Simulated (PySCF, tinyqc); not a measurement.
Worked calculation: CCSD on RHF in the sto-3g basis, for H3+, spin multiplicity 1. The lowest restricted solution is unstable here: a spin-polarised one lies 0.0000 hartree lower (PySCF). One step of it, computed by the program tinyqc.

Question. CCSD: starting amplitudes. t_ij^ab = <ij||ab> / (e_i + e_j - e_a - e_b), whose energy is MP2.

orbital energies (hartree): MO1 -0.955988, MO2 -0.333657, MO3 0.249133

Two-electron integrals over orbitals (pq|rs), unique and non-zero (hartree):
```
p,q,r,s,(pq|rs)
1,1,1,1,0.565406
2,1,2,1,0.146330
2,2,1,1,0.479387
2,2,2,2,0.531092
3,1,1,1,0.095808
3,1,2,2,-0.038890
3,1,3,1,0.136095
3,2,2,1,-0.141342
3,2,3,2,0.159361
3,3,1,1,0.570317
3,3,2,2,0.509353
3,3,3,1,0.082341
3,3,3,3,0.608972
```

Give: Starting amplitudes; correlation energy.

Answer.

Starting amplitudes (spin orbitals 1a, 1b, ...; amplitudes related by a flip of all spins are not repeated):
```
from,to,t
1a 1b,2a 2b,-0.1176
1a 1b,3a 3b,-0.0565
```

correlation energy = -0.024888 hartree
